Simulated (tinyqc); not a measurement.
Raising the surface concentration at fixed length: sheet resistance of a shallow doped layer with concentration-dependent mobility and limited activation. Computed by tinyqc, a small Python program. Command: `OMP_NUM_THREADS=1 python tinyqc.py 3008136 3008137 out.jsonl irvin walk`. One thread of a shared host (Intel(R) Xeon(R) Processor @ 2.30GHz), about 0.01 s of CPU time with the checks.

A layer of one dopant lies in a background of the opposite type. Current flows parallel to the surface down to the junction; depletion is ignored.

Inputs (values chosen for the exercise, modelled on phosphorus in silicon):
```
quantity,value,unit
surface concentration C_s,1.8e+19,1/cm^3
length l,4.6,nm
background C_B,1.2e+16,1/cm^3
mobility floor mu_min,66.4,cm^2/(V s)
mobility mu_max,1400,cm^2/(V s)
reference density N_r,9.7e+16,1/cm^3
exponent alpha,0.73,-
prefactor of the active limit,9.9e+21,1/cm^3
energy of the active limit,0.327,eV
anneal temperature T,1000,C
```

Profile: Gaussian.

Constants: k_B = 8.617333262e-05 eV/K; e = 1.602176634e-19 C.

Method:
- C(x) = C_s exp(-x^2/(2 l^2)).
- Temperatures in kelvin are T(C) + 273.15.
- Active limit C_a = prefactor x exp(-energy/(k_B T)); the junction lies where C = C_B, and the profile exceeds C_a down to x_a (zero if C_s is below C_a). Slope at the junction in nm per decade = ln(10) C/|dC/dx|.
- Active density N = min(C, C_a); carriers n = N - C_B; mobility mu = mu_min + (mu_max - mu_min)/(1 + ((N + C_B)/N_r)^alpha).
- Integrals from 0 to x_j, where C = C_B (Gauss-Legendre, 60 points on each smooth piece; 1 nm = 1e-7 cm): dose int C dx, carriers int n dx, mean mobility int n mu dx/int n dx, R_s = 1/(e int n mu dx).
- The last column drops the active limit.

active limit C_a = 5.02576e+20 1/cm^3

Layers:
```
C_s (1/cm^3),x_j (nm),dose (1/cm^2),mean mu (cm^2/(V s)),R_s (ohm/square),R_s if all active
1.00e+18,13.681,5.7483e+11,342.87,32599,3.2599e+04
3.00e+18,15.286,1.7280e+12,215.75,16921,1.6921e+04
1.00e+19,16.871,5.7638e+12,136.79,7944,7.9442e+03
3.00e+19,18.197,1.7294e+13,100.31,3602,3.6023e+03
1.00e+20,19.547,5.7651e+13,81.20,1334,1.3339e+03
2.00e+20,20.283,1.1530e+14,75.50,717,7.1714e+02
5.00e+20,21.217,2.8826e+14,71.15,304,3.0434e+02
1.00e+21,21.898,5.7652e+14,70.24,217,1.5624e+02
2.00e+21,22.558,1.1530e+15,69.91,180,7.9418e+01
```

What follows from these numbers?

R_s falls as C_s^-0.60 between the first rows and as C_s^-0.27 between the last. Below C_a = 5.0e20 the exponent is set by the mobility, which drops from 343 towards mu_min. Above C_a extra dose only widens the clipped region: in the last row R_s is 2.27 times the fully active value. Caution: in rows with more than about 2e20 active atoms per cm^3 measured mobilities fall further than this form.
